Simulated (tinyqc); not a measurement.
# One level coupled to a phonon between two leads, self-consistent Born approximation: effect of the coupling

Wide-band leads with mu_L = +V/2 and mu_R = -V/2; phonons in equilibrium, Nq = 1/(exp(w0/kB T) - 1). Scattering links only energies that differ by w0, so a ladder E_k = E1 + k w0 closes on itself; terms that reach past its ends are dropped. Gn and Gp are the electron and hole parts of the spectral function A = Gn + Gp.

|G|^2 = 1/[(E - ed)^2 + (GL + GR + Sin + Sout)^2/4], Gn = |G|^2 (GL fL + GR fR + Sin), Gp = |G|^2 (GL (1 - fL) + GR (1 - fR) + Sout), f = 1/(1 + exp((E - mu)/kB T)). Sin(E) = M^2 [(Nq + 1) Gn(E + w0) + Nq Gn(E - w0)], Sout(E) = M^2 [(Nq + 1) Gp(E - w0) + Nq Gp(E + w0)]. Spectral currents into the level: iL = GL [fL Gp - (1 - fL) Gn], iR = GR [fR Gp - (1 - fR) Gn]. Here E - ed is replaced by E - ed - R(E), with the real part R(E) = (1/2 pi) P int [Sin + Sout](y) dy/(E - y). The total for one spin is I = (q/h) times the integral of iL over all E (all ladders, each long enough that its ends do not matter); the power given to phonons is (1/h) times the integral of E (iL + iR).

Values chosen for this exercise: temperature of leads and phonons T = 150 K; phonon energy w0 = 50 meV; level ed = -23 meV; coupling to the left lead GL = 22 meV; coupling to the right lead GR = 34 meV; bias V = 40 mV.

Constants: q = 1.602176634e-19 C, kB = 1.380649e-23 J/K, h = 6.62607015e-34 J s, Vt = kB T/q. Results are converted to the units shown.

The same in every row: I without phonons (uA) = 0.8461.

Effect of the coupling:

| M (meV) | I (uA) | ratio of the two | power to phonons (nW) | share of I V (%) |
|---|---|---|---|---|
| 2.5 | 0.8458 | 0.9997 | 0.02104 | 0.06219 |
| 7.1 | 0.8437 | 0.9972 | 0.1656 | 0.4906 |
| 11.7 | 0.8397 | 0.9924 | 0.4290 | 1.277 |
| 16.2 | 0.8337 | 0.9854 | 0.7698 | 2.308 |
| 20.8 | 0.8254 | 0.9756 | 1.165 | 3.527 |
| 25.4 | 0.8151 | 0.9634 | 1.569 | 4.812 |
| 30 | 0.8028 | 0.9488 | 1.951 | 6.076 |

The ratio to the current without phonons falls from 1.00 to 0.949, and the power to phonons rises from 0.0210 to 1.95 nW, as M^(1.98) between the first two rows (lowest order gives 2).

Range of the model: The self-consistent Born approximation keeps only non-crossing phonon lines and no Hartree shift; it is rough once the coupling nears the phonon energy.

Numbers from tinyqc (`OMP_NUM_THREADS=1 python tinyqc.py 2720118 2720119 out.jsonl`; about 0.06 s on one thread of a shared Intel Xeon 2.30GHz).
